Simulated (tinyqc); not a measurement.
Landau-Devonshire theory of a uniaxial ferroelectric: one step, computed by the program tinyqc. Command: `OMP_NUM_THREADS=1 python tinyqc.py 3006409 3006410 out.jsonl ferro walk`. One thread of a shared host (Intel(R) Xeon(R) Processor @ 2.30GHz), about 0.01 s of CPU time with the checks.

G(P) = (alpha/2) P^2 + (beta*/4) P^4 + (gamma/6) P^6 - E P per volume, SI units, one domain, P along the polar axis.

Question. A capacitor with imperfect screening. Between shorted electrodes with screening length lambda each, the depolarising field is -k P, k = 2 lambda/(eps_0 (d + 2 lambda eps_b)), so alpha turns into alpha + k. Ps^2 = [-beta* + sqrt(beta*^2 - 4 alpha gamma)]/(2 gamma). The polar state is the lowest uniform state while alpha + k < 0 (beta* > 0) or < 3 beta*^2/(16 gamma) (beta* < 0); setting the equality gives the critical thickness d_c.

Inputs (values chosen for the exercise, for a model ferroelectric):
```
quantity                          value       unit
Curie-Weiss temperature T0          860          K
gamma                          7.18e+09  J m^9/C^6
temperature T                       391          K
film thickness d                    5.2         nm
screening length lambda           0.013         nm
background permittivity eps_b         5          -
```

Sample: free crystal.

alpha = -1.256920e+08 J m/C^2

beta* = -2.30e+09 J m^5/C^4

Constants: eps_0 = 8.8541878128e-12 F/m.

Give: depolarising coefficient k; polarisation of the film; size of the depolarising field; critical thickness d_c.

Answer.

depolarising coefficient k = 5.509e+08 J m/C^2

polarisation of the film = 0 microcoulomb/cm^2

size of the depolarising field = 0 MV/m

critical thickness d_c = 11.00 nm

The film is thinner than d_c, so the uniform polar state is not the lowest one; a real film may break into domains or be non-polar.
